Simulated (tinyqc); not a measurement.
Inside a calculation. Model: floating body of a partially depleted SOI transistor: body voltage and kink.

Program tinyqc, `OMP_NUM_THREADS=1 python tinyqc.py 2182182 2182183 out.jsonl`; Intel Xeon 2.30GHz, shared host, one thread, about 0.2 s. Printed values are rounded.

Source at 0 V. Channel current Ic = 2 nf K Vt^2 [F(0) - F(Vd)](1 + la Vd), F(V) = ln^2(1 + exp((Vg - VT - nf V)/(2 nf Vt))), VT = VT0 - gb Vb. Saturation voltage Vs = 2 Vt sqrt(F(0)) + 3 Vt, excess Ve = (Vd - Vs + sqrt((Vd - Vs)^2 + 0.0004 V^2))/2, multiplication M1 = Ai Ve exp(-Bl/Ve). Each junction passes D(v) = J1 (exp(v/Vt) - 1) + J2 (exp(v/(2 Vt)) - 1). Bipolar current Ib = bb J1 (exp(Vb/Vt) - 1). The body settles where M1 (Ic + Ib) = D(Vb) + D(Vb - Vd) + Vb/Rb; drain current Id = (1 + M1)(Ic + Ib) - D(Vb - Vd).

Values chosen for this exercise; values of the order met in partially depleted silicon-on-insulator transistors:

| symbol | value | unit | meaning |
|---|---|---|---|
| T | 300 | K | temperature |
| VT0 | 0.43 | V | threshold at zero body voltage |
| gb | 0.18 |  | fall of the threshold per volt of body voltage |
| nf | 1.27 |  | slope factor |
| K | 240 | uA/(V^2 um) | gain factor per width |
| la | 0.09 | 1/V | channel-length modulation factor |
| Ai | 3.88 | 1/V | impact-ionisation prefactor |
| Bl | 6.4 | V | impact-ionisation voltage |
| J1 | 6.5e-12 | uA/um | diffusion saturation current of each junction |
| J2 | 2e-8 | uA/um | recombination saturation current of each junction |
| bb | 0 |  | gain of the lateral bipolar transistor on the diffusion current |
| Rb | 1e9 | kohm um | resistance of a weak body tie to the source (1e9 stands for no tie, and the term is then dropped) |
| Vg | 0.36 | V | gate voltage |
| Vd | 2.3 | V | drain voltage |

Constants: q = 1.602176634e-19 C, kB = 1.380649e-23 J/K, Vt = kB T/q. Results are converted to the units shown.

Range of the model: The multiplication law is an empirical form chosen for the exercise; self-heating and capacitive coupling to the body are left out, and the linear laws are rough once Vb passes about 0.7 V or M1 about 0.1.

## Starting value

Vb = 0.69 V.

Vb at the start = 0.69 V

## Iteration 1: new Vb

Current into the body I_in = M1 (Ic + Ib) - D(Vb - Vd), current out I_out = D(Vb) + Vb/Rb; f = ln(I_in/I_out), s = df/dVb by central differences over 1e-5 V, Vb(new) = Vb - f/s.

Ic = 0.694845 uA/um
Ve = 2.16103 V
M1 = 0.433817
I_in = 0.301436 uA/um
I_out = 2.54998 uA/um
f = -2.13528
s = -35.5604 1/V
Vb after iteration 1 = 0.629953 V

## Iteration 2: new Vb

As before.

Ic = 0.570572 uA/um
Ve = 2.16680 V
M1 = 0.438417
I_in = 0.250149 uA/um
I_out = 0.252606 uA/um
f = -0.00977407
s = -35.1964 1/V
Vb after iteration 2 = 0.629676 V

## Course of the iteration

Stop when the step is below 1e-10 V, or after 40 iterations.

Course of the iteration:
```
iteration,Vb before the step (V),step (V)
1,0.69,-0.0600
2,0.629953,-2.78e-4
3,0.629676,-9.19e-9
4,0.629676,< 1e-14
```

Converged in 4 iterations.

## Drain current with floating and with grounded body

converged Vb = 0.629676 V

Id and VT at the converged Vb, Id at Vb = 0, their ratio, and the bipolar share Ib/(Ic + Ib).

VT = 0.316658 V
Id, floating = 0.819968 uA/um
Id, grounded = 0.0633635 uA/um
ratio = 12.9407
bipolar share = 0.00000 %

The body rises to 0.630 V and lowers the threshold by 113 mV.
